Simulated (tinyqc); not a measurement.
From results back to parameters: free-carrier optics of a doped semiconductor (Drude model with one polar phonon). Three cases, with inputs chosen for the exercise.

Problem. The upper coupled mode solves E^4 - (wL^2 + Ep^2) E^2 + Ep^2 wT^2 = 0 with wL = wT sqrt(es/ei); N is hidden.

eps(E) = ei [1 - Ep^2/(E^2 + i E Gam)] + (es - ei) wT^2/(wT^2 - E^2 - i E gT), with Ep^2 = 8 pi c (e^2/(4 pi eps0)) N/(m ei), c = hbar^2/2m0, N in 1/angstrom^3 (1e-24 per 1/cm^3); Gam = hbar/tau, tau = mu m m0/e with m0/e = 5.685630e-12 kg/C and mu in m^2/(V s). Energies in meV.

Constants: hbar^2/2m0 = 3.80998211 eV angstrom^2; e^2/(4 pi eps0) = 14.39964547 eV angstrom.

Case 1.

Values chosen (mass and dielectric values near those of GaAs; N and mu are free inputs; interband absorption and the rise of the mass with filling are left out; the results hold for these values, not for the real material): m = 0.0692 m0 (conductivity mass); ei = 10.92 (high-frequency dielectric constant); wT = 33.4 meV (TO phonon); es = 12.72 (static dielectric constant).

L+ = 37.0242 meV

Case 2.

Values chosen (mass and dielectric values near those of GaN; N and mu are free inputs; interband absorption and the rise of the mass with filling are left out; the results hold for these values, not for the real material): m = 0.224 m0 (conductivity mass); ei = 5.25 (high-frequency dielectric constant); wT = 69.6 meV (TO phonon); es = 9.28 (static dielectric constant).

L+ = 186.5591 meV

Case 3.

Values chosen (mass and dielectric values near those of InSb; N and mu are free inputs; interband absorption and the rise of the mass with filling are left out; the results hold for these values, not for the real material): m = 0.0138 m0 (conductivity mass); ei = 15.93 (high-frequency dielectric constant); wT = 22.4 meV (TO phonon); es = 16.73 (static dielectric constant).

L+ = 23.7030 meV

Find: Ep; N; L-.

Solution. Ep^2 = L+^2 (L+^2 - wL^2)/(L+^2 - wT^2); the product of the roots gives L- = Ep wT/L+.

Case 1.

Ep = 19.58 meV
N = 2.10e+17 1/cm^3
L- = 17.66 meV

Case 2.

Ep = 174.60 meV
N = 2.60e+19 1/cm^3
L- = 65.14 meV

Case 3.

Ep = 18.06 meV
N = 5.20e+16 1/cm^3
L- = 17.07 meV

Computed by tinyqc, one run a case: `OMP_NUM_THREADS=1 python tinyqc.py N N+1 out.jsonl` with N = 1682053, 1682116, 1682169; one thread of a shared Intel(R) Xeon(R) Processor @ 2.30GHz, about 0.01 s a run at most.
